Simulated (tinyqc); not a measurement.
Worked calculation: UHF in the 6-311g basis, for H2+, spin multiplicity 2. One step of it, computed by the program tinyqc.

Problem. Iteration 2 (converged): orbitals. Diagonalise F' = X^T F X, C = X C', fill 1 alpha and 0 beta electrons from the bottom; D(s) = C_occ C_occ^T. Each column has its largest component positive (the first on a tie).

F(alpha) (hartree), order 1H 1s, 1H 2s, 1H 3s, 2H 1s, 2H 2s, 2H 3s:
```
[[0.109709, -0.703563, -0.588693, -0.188285, -0.360180, -0.403955],
 [-0.703563, -0.687323, -0.642410, -0.360180, -0.503902, -0.519794],
 [-0.588693, -0.642410, -0.586820, -0.403955, -0.519794, -0.525285],
 [-0.188285, -0.360180, -0.403955, 0.109709, -0.703563, -0.588693],
 [-0.360180, -0.503902, -0.519794, -0.703563, -0.687323, -0.642410],
 [-0.403955, -0.519794, -0.525285, -0.588693, -0.642410, -0.586820]]
```

F(beta) (hartree), order 1H 1s, 1H 2s, 1H 3s, 2H 1s, 2H 2s, 2H 3s:
```
[[0.455491, -0.354845, -0.330792, -0.058094, -0.155587, -0.196786],
 [-0.354845, -0.281508, -0.318379, -0.155587, -0.209277, -0.238485],
 [-0.330792, -0.318379, -0.311802, -0.196786, -0.238485, -0.267939],
 [-0.058094, -0.155587, -0.196786, 0.455491, -0.354845, -0.330792],
 [-0.155587, -0.209277, -0.238485, -0.354845, -0.281508, -0.318379],
 [-0.196786, -0.238485, -0.267939, -0.330792, -0.318379, -0.311802]]
```

X, order 1H 1s, 1H 2s, 1H 3s, 2H 1s, 2H 2s, 2H 3s:
```
[[1.371540, -0.742135, 0.202068, 0.010902, 0.046669, -0.056692],
 [-0.742135, 2.099667, -0.999577, 0.046669, -0.188295, 0.161071],
 [0.202068, -0.999577, 1.992007, -0.056692, 0.161071, -0.742589],
 [0.010902, 0.046669, -0.056692, 1.371540, -0.742135, 0.202068],
 [0.046669, -0.188295, 0.161071, -0.742135, 2.099667, -0.999577],
 [-0.056692, 0.161071, -0.742589, 0.202068, -0.999577, 1.992007]]
```

Give: F' = X^T F X; orbital energies; coefficients C; F' = X^T F X; orbital energies; coefficients C; D(alpha) after iteration 2; D(beta) after iteration 2.

Solution.

F' = X^T F X (alpha) (hartree):
```
[[1.111, -1.194, -0.024, 0.021, -0.086, -0.132],
 [-1.194, 0.459, -0.409, -0.086, -0.235, -0.034],
 [-0.024, -0.409, -0.103, -0.132, -0.034, -0.139],
 [0.021, -0.086, -0.132, 1.111, -1.194, -0.024],
 [-0.086, -0.235, -0.034, -1.194, 0.459, -0.409],
 [-0.132, -0.034, -0.139, -0.024, -0.409, -0.103]]
```

orbital energies (alpha) (hartree): [-0.965, -0.366, 0.035, 0.117, 2.044, 2.070]

coefficients C (alpha), order 1H 1s, 1H 2s, 1H 3s, 2H 1s, 2H 2s, 2H 3s:
```
[[0.168, 0.180, -0.058, -0.102, -1.085, -1.108],
 [0.405, 0.429, -0.874, -0.942, 1.222, 1.591],
 [0.101, 0.520, 0.949, 1.797, -0.481, -0.972],
 [0.168, -0.180, -0.058, 0.102, -1.085, 1.108],
 [0.405, -0.429, -0.874, 0.942, 1.222, -1.591],
 [0.101, -0.520, 0.949, -1.797, -0.481, 0.972]]
```

F' = X^T F X (beta) (hartree):
```
[[1.330, -1.051, 0.044, 0.061, -0.018, -0.083],
 [-1.051, 0.649, -0.318, -0.018, -0.131, 0.034],
 [0.044, -0.318, -0.048, -0.083, 0.034, -0.094],
 [0.061, -0.018, -0.083, 1.330, -1.051, 0.044],
 [-0.018, -0.131, 0.034, -1.051, 0.649, -0.318],
 [-0.083, 0.034, -0.094, 0.044, -0.318, -0.048]]
```

orbital energies (beta) (hartree): [-0.433, -0.216, 0.084, 0.176, 2.117, 2.136]

coefficients C (beta), order 1H 1s, 1H 2s, 1H 3s, 2H 1s, 2H 2s, 2H 3s:
```
[[0.134, 0.138, 0.066, -0.108, -1.089, -1.113],
 [0.269, 0.266, 0.954, -1.045, 1.199, 1.562],
 [0.256, 0.840, -0.926, 1.686, -0.468, -0.947],
 [0.134, -0.138, 0.066, 0.108, -1.089, 1.113],
 [0.269, -0.266, 0.954, 1.045, 1.199, -1.562],
 [0.256, -0.840, -0.926, -1.686, -0.468, 0.947]]
```

D(alpha) after iteration 2, order 1H 1s, 1H 2s, 1H 3s, 2H 1s, 2H 2s, 2H 3s:
```
[[0.028, 0.068, 0.017, 0.028, 0.068, 0.017],
 [0.068, 0.164, 0.041, 0.068, 0.164, 0.041],
 [0.017, 0.041, 0.010, 0.017, 0.041, 0.010],
 [0.028, 0.068, 0.017, 0.028, 0.068, 0.017],
 [0.068, 0.164, 0.041, 0.068, 0.164, 0.041],
 [0.017, 0.041, 0.010, 0.017, 0.041, 0.010]]
```

D(beta) after iteration 2, order 1H 1s, 1H 2s, 1H 3s, 2H 1s, 2H 2s, 2H 3s:
```
[[0.000, 0.000, 0.000, 0.000, 0.000, 0.000],
 [0.000, 0.000, 0.000, 0.000, 0.000, 0.000],
 [0.000, 0.000, 0.000, 0.000, 0.000, 0.000],
 [0.000, 0.000, 0.000, 0.000, 0.000, 0.000],
 [0.000, 0.000, 0.000, 0.000, 0.000, 0.000],
 [0.000, 0.000, 0.000, 0.000, 0.000, 0.000]]
```
